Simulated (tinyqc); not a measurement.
Capillary instabilities by surface diffusion: grooving and agglomeration of films, edge retraction, wire break-up and smoothing of roughness: one step, computed by the program tinyqc. Command: `OMP_NUM_THREADS=1 python tinyqc.py 3005961 3005962 out.jsonl dewet walk`. One thread of a shared host (Intel(R) Xeon(R) Processor @ 2.30GHz), about 0.01 s of CPU time with the checks.

Isotropic surface energy; shapes change by surface diffusion alone.

Question. The Mullins constant. B = D_s nu gamma_s Omega^2/(k_B T), D_s = D0 exp(-Q/(k_B T)).

Inputs (values chosen for the exercise, of the order of those of a gold film):
```
quantity                  value        unit
surface energy gamma_s      1.4       J/m^2
atomic volume Omega          17  angstrom^3
surface sites nu              9      1/nm^2
prefactor D0            0.00011       m^2/s
activation energy Q       0.849          eV
temperature T               536           K
time t                       63           s
```

Constants: k_B = 8.617333262e-05 eV/K; k_B = 1.380649e-23 J/K.

Give: D_s; B; length (B t)^(1/4).

Answer.

D_s = 1.144e-12 m^2/s

B = 5.632e+05 nm^4/s

length (B t)^(1/4) = 77.18 nm

Lengths grow as t^(1/4): doubling one takes 16 times as long, or roughly 100 K more.
